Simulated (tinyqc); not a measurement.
## Off-state leakage of single and stacked transistors: subthreshold current against the height of the stack

n-channel devices of unit width. Subthreshold current I(Vg, Vs, Vd) = I0 (T/300 K)^0.5 exp[(Vg - Vs - VT(T) - gb (Vs - Vb) + dd (Vd - Vs))/(nf Vt)] (1 - exp(-(Vd - Vs)/Vt)), VT(T) = VT - cT (T - 300 K). Gate-edge tunnelling Ig (Vd/1 V) exp(ag (Vd - 1 V)), for a gate at 0 V, and band-to-band leakage Ab u exp(-Bb/u), u = Vd - Vb + 1 V, flow at a drain held at V; both are taken as independent of T. In a stack of off transistors (all gates at 0 V) the same subthreshold current passes through each.

All n gates at 0 V, bottom source at 0 V, top drain at V; node voltages follow from equal currents.

Inputs (values chosen for the exercise); values of the order met in bulk silicon logic transistors:
```
symbol,value,unit,meaning
T,378,K,temperature
V,0.8,V,supply voltage
VT,0.36,V,"threshold at 300 K, zero drain and body bias"
cT,0.9,mV/K,fall of the threshold with temperature
I0,0.35,uA/um,current at threshold at 300 K
nf,1.3,,slope factor
dd,0.13,,drain-induced lowering per volt
gb,0.18,,rise of the threshold per volt of source-body bias
Vb,0,V,body voltage
```

Constants: q = 1.602176634e-19 C, kB = 1.380649e-23 J/K, Vt = kB T/q. Results are converted to the units shown.

Result of one run:
```
I (nA/um)	reduction factor	drain voltage of the bottom device (mV)	source voltage of the top device (mV)	voltage across the top device (V)
0.11799	41.385	10.379	120.34	0.67966
```

Which number of transistors in series n gave this result: 1, 2, 3, 4 or 5?

n = 5.

The whole series:
```
n	I (nA/um)	reduction factor	drain voltage of the bottom device (mV)	source voltage of the top device (mV)	voltage across the top device (V)
1	4.8831	1.0000	800.00	0	0.80000
2	0.47548	10.270	75.292	75.292	0.72471
3	0.23788	20.528	24.383	97.679	0.70232
4	0.15788	30.929	14.560	110.93	0.68907
5	0.11799	41.385	10.379	120.34	0.67966
6	0.094137	51.872	8.0619	127.64	0.67236
```

The second transistor cuts the current by a factor of 10.3, the third by a further 2.00 and the sixth by 1.25. The top device keeps 84.0 % of the supply at n = 6, while the drain voltage of the bottom one falls to 0.247 Vt.

Program tinyqc, `OMP_NUM_THREADS=1 python tinyqc.py 2242224 2242225 out.jsonl`; Intel Xeon 2.30GHz, shared host, one thread, about 0.03 s.
